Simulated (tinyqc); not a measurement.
From results back to parameters: Weaire-Thorpe hybrids on a Bethe lattice: gap and dangling bond of an amorphous tetrahedral solid.

Problem. In the Weaire-Thorpe model the two p-like peaks lie at -V2 + V1 and V2 + V1, and the guaranteed gap is 2 V2 - 4 V1. The peak positions come from hidden V1 and V2.

peaks (eV): bonding -2.640, antibonding 6.160

Find: V1, V2; guaranteed gap; lowest possible level -3 V1 - V2.

Solution. The mean of the peaks is V1 and half their distance V2.

V1, V2 (eV): 1.76  4.40

guaranteed gap = 1.76 eV
lowest possible level -3 V1 - V2 = -9.68 eV

Program tinyqc; command `OMP_NUM_THREADS=1 python tinyqc.py 1482329 1482330 out.jsonl`; about 0.04 s on one thread of a shared Intel(R) Xeon(R) Processor @ 2.30GHz.
